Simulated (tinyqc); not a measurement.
## Resonant-tunnelling diode, transfer matrices and Tsu-Esaki current: resonance against bias

Emitter (band edge 0), barrier d1, well Lw, barrier d2, spacer ds, collector (edge -V). The bias drops linearly over these layers and none in the contacts; each layer is cut into ns equal slices, flat at the value of their centres. E is the energy of motion across the layers, C = hbar^2/(2 m0), psi and psi'/m are continuous. Transport is coherent, T(E) is taken as independent of the transverse momentum, and charge in the well is ignored.

For the pair (psi, psi'/m) a flat layer has M = [[cos kd, (m/k) sin kd], [-(k/m) sin kd, cos kd]] with k = sqrt(m (E - U)/C) above its edge U, and M = [[cosh Kd, (m/K) sinh Kd], [(K/m) sinh Kd, cosh Kd]] with K = sqrt(m (U - E)/C) below it. Later slices stand to the left. With M acting on (psi, psi'/m) and v = k/m in each lead, T(E) = 4 vL vR/[(vL vR M12 - M21)^2 + (vR M11 + vL M22)^2]. J = J0 times the integral over E > 0 of T(E) N(E), N = ln[(1 + exp((Ef - E)/Vt))/(1 + exp((Ef - V - E)/Vt))], J0 = q^2 mw m0 kB T/(2 pi^2 hbar^3) (times 1e-4 for A/cm^2 per eV). The integral is converged to the digits shown. The resonance is the first maximum of T(E) for E > 0, G its full width at half maximum. For a sharp resonance J = J0 (pi G/2) Tp N(Er), with Er the peak energy, Tp the peak transmission and G the full width at half maximum (in eV).

Inputs (values chosen for the exercise); masses and offsets of a made-up heterostructure: temperature T = 300 K; mass in the well, spacer and contacts mw = 0.26 m0; barrier height U1 = 1.1 eV; barrier mass m1 = 0.5 m0; emitter barrier d1 = 0.8 nm; well width Lw = 1 nm; collector barrier d2 = 0.8 nm; slices in each layer ns = 3; undoped spacer after the collector barrier ds = 4.1 nm; Fermi energy of both contacts above their band edges Ef = 0.27 eV.

Constants: q = 1.602176634e-19 C, kB = 1.380649e-23 J/K, hbar = 1.054571817e-34 J s, m0 = 9.1093837015e-31 kg, Vt = kB T/q, hbar^2/(2 m0) = 0.0380998212 eV nm^2. Results are converted to the units shown.

Resonance against bias:
```
V (V),Er (eV),Tp,G (meV),J (kA/cm^2),one-resonance J (kA/cm^2)
0.19,0.3316,0.9869,6.894,114.2,102.4
0.428,0.2852,0.9144,7.568,531.2,522.0
0.665,0.2391,0.8427,7.670,1579,1612
0.903,0.1922,0.8112,6.895,2847,2923
1.14,0.1448,0.7499,6.379,3869,3964
1.378,0.09690,0.6272,6.331,4448,4543
1.615,0.04899,0.4475,6.470,4148,4229
```

Er falls from 0.332 to 0.0490 eV, by 0.198 eV a volt, against the share 0.194 of the bias at the centre of the well. Tp falls from 0.987 to 0.447: the bias makes equal barriers unequal. The one-resonance current is 10 % below the full integral in the first row and 2.0 % above it in the last. In 6 of the 7 rows the bias alone exceeds 0.4 V, so electrons enter the collector far above its band edge, where real bands are no longer parabolic.

Numbers from tinyqc (`OMP_NUM_THREADS=1 python tinyqc.py 2600136 2600137 out.jsonl`; about 0.3 s on one thread of a shared Intel Xeon 2.30GHz).
